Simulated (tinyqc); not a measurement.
## Long-channel MOSFET, surface-potential model: potential, charge and velocity along the channel

n-channel transistor on a uniformly doped p-type body, gradual-channel approximation, constant mobility, Boltzmann statistics, full ionisation. Potentials are counted from the neutral body; V is the electron quasi-Fermi potential, Vsb at the source and Vsb + Vds at the drain. Charges are magnitudes per area.

ni = sqrt(Nc Nv) exp(-Eg/(2 Vt)), Eg in volts; phiF = Vt ln(Na/ni); Cox = eps0 eox/tox; gamma = sqrt(2 q eps0 eps_r Na)/Cox. The surface potential psi at channel potential V solves Vgs + Vsb - Vfb - psi = gamma sqrt(G), G = psi - Vt + Vt exp((psi - 2 phiF - V)/Vt). Charge sheet: Qi = Cox gamma [sqrt(G) - sqrt(psi - Vt)]; I = mu (W/L) [integral of Qi dpsi from psi_0 to psi_L (drift) + Vt (Qi0 - QiL) (diffusion)], with psi_0 at V = Vsb and psi_L at V = Vsb + Vds. The current is the same at every point, so the place y where the channel potential is Vsb + v follows from y/L = I(Vds = v)/I(Vds); the mean carrier velocity is I/(W Qi).

Inputs (values chosen for the exercise); material values close to those of 4H silicon carbide:
```
symbol    value        unit                                      meaning
T           350           K                                  temperature
Eg         3.23          eV                                     band gap
eps_r      9.73               relative permittivity of the semiconductor
Nc      2.13e19       cm^-3       conduction-band density of states at T
Nv      3.19e19       cm^-3          valence-band density of states at T
Na       1.4e17       cm^-3                 acceptor density of the body
eox        25.7              relative permittivity of the gate insulator
tox         120          nm                          insulator thickness
Vfb       -1.87           V                            flat-band voltage
mu          580  cm^2/(V s)                             channel mobility
W            10          um                                   gate width
L             5          um                                  gate length
Vsb           0           V                     source-body reverse bias
Vgs           3           V                          gate-source voltage
Vds         0.1           V                         drain-source voltage
```

Constants: q = 1.602176634e-19 C, kB = 1.380649e-23 J/K, Vt = kB T/q, eps0 = 8.8541878128e-14 F/cm where lengths are in cm. Results are converted to the units shown.

Along the channel:

| v (V) | psi (V) | Qi (nC/cm^2) | y/L | velocity (cm/s) |
|---|---|---|---|---|
| 0.012 | 2.996 | 16.77 | 0.1927 | 7.638e4 |
| 0.025 | 3.005 | 14.61 | 0.3766 | 8.771e4 |
| 0.038 | 3.013 | 12.54 | 0.5357 | 1.021e5 |
| 0.05 | 3.021 | 10.75 | 0.6617 | 1.192e5 |
| 0.062 | 3.027 | 9.064 | 0.7688 | 1.413e5 |
| 0.075 | 3.034 | 7.389 | 0.8652 | 1.734e5 |
| 0.088 | 3.040 | 5.886 | 0.9430 | 2.176e5 |
| 0.1 | 3.045 | 4.665 | 1.000 | 2.746e5 |

What does the comparison show?

Half of the listed voltage range, v = 0.05 V, is reached at y/L = 0.662. The charge falls from 16.8 to 4.66 nC/cm^2 over the rows, so the velocity rises by a factor of 3.60 to keep the current constant.

Numbers from tinyqc (`OMP_NUM_THREADS=1 python tinyqc.py 2360148 2360149 out.jsonl`; about 0.05 s on one thread of a shared Intel Xeon 2.30GHz).
